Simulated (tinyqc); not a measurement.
Inside a calculation. Method: Pariser-Parr-Pople SCF with singles CI, for the molecule NC(C=O)=CC=O (SMILES; centres numbered as the heavy atoms are written). Computed by tinyqc, a small Python program that keeps every step. Settings: charge = 0, gamma = Ohno, start = huckel, damping = 0.5, iteration cap = 85, excitations kept = 9. Command: `OMP_NUM_THREADS=1 python tinyqc.py 30139 30140 out.jsonl` (the two numbers bound the seeds that draw the settings). One thread of a shared host (Intel(R) Xeon(R) Processor @ 2.60GHz), about 0.01 s of CPU time with the checks. Later iterations appear only in the table of the cycle.

## PPP integrals

Centres (angstrom, eV; a flat drawing with bonds scaled to 1.40 angstrom):
```
centre         x         y  core charge z         W  gamma_rr
1N       0.66000  -1.44400              2  25.60000  16.80000
2C       0.52700  -0.05000              1  11.16000  11.13000
3C       1.66700   0.76200              1  11.16000  11.13000
4O       2.94100   0.18000              1  17.70000  15.20000
5C      -0.74700   0.53200              1  11.16000  11.13000
6C      -1.88700  -0.28000              1  11.16000  11.13000
7O      -3.16100   0.30100              1  17.70000  15.20000
```

Resonance integrals (eV):
```
i  j      beta
1  2  -2.24000
2  3  -2.39000
3  4  -2.51000
2  5  -2.39000
5  6  -2.39000
6  7  -2.51000
```

Ohno: gamma = 14.399645/sqrt(R^2 + a^2), a = 2 x 14.399645/(gamma_rr + gamma_ss); H_rr = -W_r - sum_(s != r) z_s gamma_rs; H_rs = beta for bonds.

repulsion gamma_rs (eV), order 1N, 2C, 3C, 4O, 5C, 6C, 7O:
```
[[16.80000, 8.28039, 5.46457, 4.89594, 5.46310, 4.82533, 3.35193],
 [8.28039, 11.13000, 7.55496, 5.41300, 7.55199, 5.23913, 3.72781],
 [5.46457, 7.55496, 11.13000, 8.10279, 5.23913, 3.67050, 2.89628],
 [4.89594, 5.41300, 8.10279, 15.20000, 3.72773, 2.89634, 2.33144],
 [5.46310, 7.55199, 5.23913, 3.72773, 11.13000, 7.55496, 5.41282],
 [4.82533, 5.23913, 3.67050, 2.89634, 7.55496, 11.13000, 8.10429],
 [3.35193, 3.72781, 2.89628, 2.33144, 5.41282, 8.10429, 15.20000]]
```

core matrix H (eV), order 1N, 2C, 3C, 4O, 5C, 6C, 7O:
```
[[-57.88126, -2.24000, 0.00000, 0.00000, 0.00000, 0.00000, 0.00000],
 [-2.24000, -57.20767, -2.39000, 0.00000, -2.39000, 0.00000, 0.00000],
 [0.00000, -2.39000, -49.55282, -2.51000, 0.00000, 0.00000, 0.00000],
 [0.00000, 0.00000, -2.51000, -49.96318, 0.00000, 0.00000, 0.00000],
 [0.00000, -2.39000, 0.00000, 0.00000, -51.57284, -2.39000, 0.00000],
 [0.00000, 0.00000, 0.00000, 0.00000, -2.39000, -48.27587, -2.51000],
 [0.00000, 0.00000, 0.00000, 0.00000, 0.00000, -2.51000, -46.87650]]
```

## Starting guess

pi electrons, sum of z_r less the charge = 8

Orbitals of the Hueckel matrix of the beta values.

P at the start, order 1N, 2C, 3C, 4O, 5C, 6C, 7O:
```
[[1.37385, 0.70246, 0.00000, -0.31516, -0.35039, -0.18269, 0.33364],
 [0.70246, 1.00000, 0.39635, 0.00000, 0.55457, 0.00000, -0.20471],
 [0.00000, 0.39635, 1.00000, 0.91634, 0.00000, -0.05677, 0.00000],
 [-0.31516, 0.00000, 0.91634, 1.00000, -0.20471, 0.00000, 0.13816],
 [-0.35039, 0.55457, 0.00000, -0.20471, 1.32840, 0.56758, -0.31270],
 [-0.18269, 0.00000, -0.05677, 0.00000, 0.56758, 1.00000, 0.80079],
 [0.33364, -0.20471, 0.00000, 0.13816, -0.31270, 0.80079, 1.29775]]
```

## Iteration 1: Fock matrix

F_rr = H_rr + P_rr gamma_rr / 2 + sum_(s != r) P_ss gamma_rs; F_rs = H_rs - P_rs gamma_rs / 2; E = tr P (H + F) / 2 + core repulsion sum_(r<s) z_r z_s gamma_rs.

F (eV), order 1N, 2C, 3C, 4O, 5C, 6C, 7O:
```
[[-11.26753, -5.14831, 0.00000, 0.77150, 0.95711, 0.44077, -0.55916],
 [-5.14831, -7.18973, -3.88721, 0.00000, -4.48407, 0.00000, 0.38156],
 [0.00000, -3.88721, -6.43374, -6.22246, 0.00000, 0.10419, 0.00000],
 [0.77150, 0.00000, -6.22246, -11.24722, 0.38155, 0.00000, -0.16105],
 [0.95711, -4.48407, 0.00000, 0.38155, -5.57651, -4.53401, 0.84629],
 [0.44077, 0.00000, 0.10419, 0.00000, -4.53401, -3.72229, -5.75490],
 [-0.55916, 0.38156, 0.00000, -0.16105, 0.84629, -5.75490, -8.15835]]
```

pi energy = -125.31492 eV

## Iteration 1: orbitals and new P

Diagonalise F (the basis is taken as orthonormal) and form P = 2 sum c c over the lowest orbitals; 0.5 of the old P is kept.

orbital energies (eV): [-16.60468, -14.90185, -12.72092, -9.55616, -3.32414, 0.29463, 3.21777]

P after iteration 1, order 1N, 2C, 3C, 4O, 5C, 6C, 7O:
```
[[1.49669, 0.63625, 0.02013, -0.24231, -0.37800, -0.18409, 0.29128],
 [0.63625, 0.99504, 0.37409, -0.00729, 0.62052, 0.05885, -0.23065],
 [0.02013, 0.37409, 0.84721, 0.89438, 0.06083, -0.03357, -0.03602],
 [-0.24231, -0.00729, 0.89438, 1.18163, -0.22292, -0.02429, 0.13522],
 [-0.37800, 0.62052, 0.06083, -0.22292, 1.23299, 0.53376, -0.23120],
 [-0.18409, 0.05885, -0.03357, -0.02429, 0.53376, 0.88509, 0.80242],
 [0.29128, -0.23065, -0.03602, 0.13522, -0.23120, 0.80242, 1.36136]]
```

## Iteration 2: Fock matrix

As before.

F (eV), order 1N, 2C, 3C, 4O, 5C, 6C, 7O:
```
[[-11.08498, -4.87422, -0.05500, 0.59317, 1.03251, 0.44414, -0.48818],
 [-4.87422, -7.45682, -3.80314, 0.01974, -4.73310, -0.15416, 0.42991],
 [-0.05500, -3.80314, -5.91597, -6.13348, -0.15935, 0.06160, 0.05217],
 [0.59317, 0.01974, -6.13348, -11.07051, 0.41549, 0.03518, -0.15763],
 [1.03251, -4.73310, -0.15935, 0.41549, -6.12116, -4.40628, 0.62573],
 [0.44414, -0.15416, 0.06160, 0.03518, -4.40628, -4.03512, -5.76152],
 [-0.48818, 0.42991, 0.05217, -0.15763, 0.62573, -5.76152, -8.74847]]
```

pi energy = -126.33302 eV

## Iteration 2: orbitals and new P

As before.

orbital energies (eV): [-16.44897, -14.54963, -13.20596, -9.99010, -3.13120, 0.23044, 2.66240]

P after iteration 2, order 1N, 2C, 3C, 4O, 5C, 6C, 7O:
```
[[1.56573, 0.59799, 0.02879, -0.19797, -0.39512, -0.18325, 0.26348],
 [0.59799, 0.99762, 0.35707, -0.01177, 0.66156, 0.08990, -0.24037],
 [0.02879, 0.35707, 0.75553, 0.87975, 0.09476, -0.01958, -0.05320],
 [-0.19797, -0.01177, 0.87975, 1.28771, -0.22918, -0.03680, 0.12840],
 [-0.39512, 0.66156, 0.09476, -0.22918, 1.18194, 0.50657, -0.18172],
 [-0.18325, 0.08990, -0.01958, -0.03680, 0.50657, 0.80982, 0.80413],
 [0.26348, -0.24037, -0.05320, 0.12840, -0.18172, 0.80413, 1.40165]]
```

## Convergence

Stop when output and input P, before any damping, agree to 1e-7.

Course of the cycle:
```
iteration        E (eV)  largest |P(out) - P(in)|
1          -125.3149201                  3.63e-01
2          -126.3330226                  2.12e-01
3          -126.9355399                  1.25e-01
4          -127.2753477                  7.44e-02
5          -127.4618877                  4.48e-02
6          -127.5626502                  2.87e-02
7          -127.6165325                  1.93e-02
8          -127.6451597                  1.30e-02
9          -127.6603049                  8.87e-03
10         -127.6682954                  6.08e-03
11         -127.6725038                  4.19e-03
...                 ...                       ...
36         -127.6771748                  1.98e-06
37         -127.6771748                  1.47e-06
38         -127.6771748                  1.08e-06
39         -127.6771748                  8.01e-07
40         -127.6771748                  5.92e-07
41         -127.6771748                  4.38e-07
42         -127.6771748                  3.24e-07
43         -127.6771748                  2.40e-07
44         -127.6771748                  1.77e-07
45         -127.6771748                  1.31e-07
46         -127.6771748                  9.69e-08
```

Converged in 46 iterations.

## Converged orbitals

Charges are z - P_rr.

orbital energies (eV): [-16.29492, -14.28830, -13.57955, -10.51887, -2.85701, 0.12208, 1.90886]

coefficients, order 1N, 2C, 3C, 4O, 5C, 6C, 7O:
```
[[0.38902, -0.13455, -0.52484, 0.61994, -0.34318, 0.15053, -0.17418],
 [0.59310, -0.14892, -0.29767, -0.21657, 0.41830, -0.34717, 0.44162],
 [0.41135, 0.32791, 0.15998, -0.02641, 0.47322, 0.61177, -0.31430],
 [0.39768, 0.60913, 0.41825, 0.13752, -0.39030, -0.32687, 0.13340],
 [0.35027, -0.30207, 0.04366, -0.59389, -0.39239, -0.07501, -0.52139],
 [0.17714, -0.40223, 0.37035, -0.02023, -0.30043, 0.51767, 0.55770],
 [0.12436, -0.47764, 0.54438, 0.44276, 0.29453, -0.31952, -0.27418]]
```

pi charges: [0.34154, -0.01893, 0.39396, -0.44605, -0.13710, 0.33854, -0.47197]

## Singles CI, singlets

Over the 9 single excitations with the smallest orbital gaps: A = (e_a - e_i) delta + 2 (ia|jb) - (ij|ab), with (pq|rs) = sum c_mp c_mq gamma_mn c_nr c_ns. f = 2/3 w |mu|^2 in atomic units, mu = sqrt2 sum c_ia sum_m c_mi c_ma R_m.

singlet CI matrix (eV), order 4>5, 4>6, 3>5, 2>5, 4>7, 1>5, 3>6, 2>6, 3>7:
```
[[3.90616, -0.11571, 0.27694, -0.15491, 0.08998, 0.20718, 0.27569, -0.15828, 0.18186],
 [-0.11571, 5.74757, 0.05686, 0.11074, -0.05965, 0.02445, 0.38913, -0.28840, -0.42144],
 [0.27694, 0.05686, 6.12958, -0.34974, -0.15145, 0.31822, 0.12542, -0.75306, -0.25116],
 [-0.15491, 0.11074, -0.34974, 6.97112, 0.20035, 0.17618, -0.39835, 0.03266, -0.10403],
 [0.08998, -0.05965, -0.15145, 0.20035, 7.05647, 0.05341, -0.11833, 0.24650, 0.09379],
 [0.20718, 0.02445, 0.31822, 0.17618, 0.05341, 8.00318, 0.10790, -0.23426, -0.04470],
 [0.27569, 0.38913, 0.12542, -0.39835, -0.11833, 0.10790, 8.95113, -0.18019, -0.08623],
 [-0.15828, -0.28840, -0.75306, 0.03266, 0.24650, -0.23426, -0.18019, 9.56061, 0.88597],
 [0.18186, -0.42144, -0.25116, -0.10403, 0.09379, -0.04470, -0.08623, 0.88597, 10.23656]]
```

singlet excitation energies (eV): [3.82840, 5.64338, 5.83606, 6.84488, 7.17491, 8.02644, 8.91782, 9.24750, 11.04299]

oscillator strengths: [0.66055, 0.30605, 0.54088, 0.07334, 0.04518, 0.21695, 0.15299, 0.09519, 0.00117]

## Singles CI, triplets

Over the 9 single excitations with the smallest orbital gaps: A = (e_a - e_i) delta - (ij|ab), with (pq|rs) = sum c_mp c_mq gamma_mn c_nr c_ns.

triplet CI matrix (eV), order 4>5, 4>6, 3>5, 2>5, 4>7, 1>5, 3>6, 2>6, 3>7:
```
[[1.21941, 0.92494, 0.45732, -0.33793, -0.88013, 0.09704, 0.08715, -0.56448, 0.73316],
 [0.92494, 4.80860, 0.08715, -0.56448, -0.20112, 0.00313, -0.09907, -0.17320, -0.73290],
 [0.45732, 0.08715, 4.55133, -0.68929, 0.73316, 0.34602, 0.57608, -1.57377, -0.04512],
 [-0.33793, -0.56448, -0.68929, 5.26267, -0.34807, -0.16940, -1.57377, -0.36694, -0.35063],
 [-0.88013, -0.20112, 0.73316, -0.34807, 5.64046, 0.19993, -0.73290, 0.51662, 0.00472],
 [0.09704, 0.00313, 0.34602, -0.16940, 0.19993, 6.46612, -0.49146, -1.33130, 0.76927],
 [0.08715, -0.09907, 0.57608, -1.57377, -0.73290, -0.49146, 7.70275, -0.25366, -0.26471],
 [-0.56448, -0.17320, -1.57377, -0.36694, 0.51662, -1.33130, -0.25366, 8.12448, 1.80958],
 [0.73316, -0.73290, -0.04512, -0.35063, 0.00472, 0.76927, -0.26471, 1.80958, 9.35293]]
```

triplet excitation energies (eV): [0.66143, 3.31878, 3.74871, 5.21887, 5.47413, 6.38716, 8.61554, 8.73007, 10.97406]
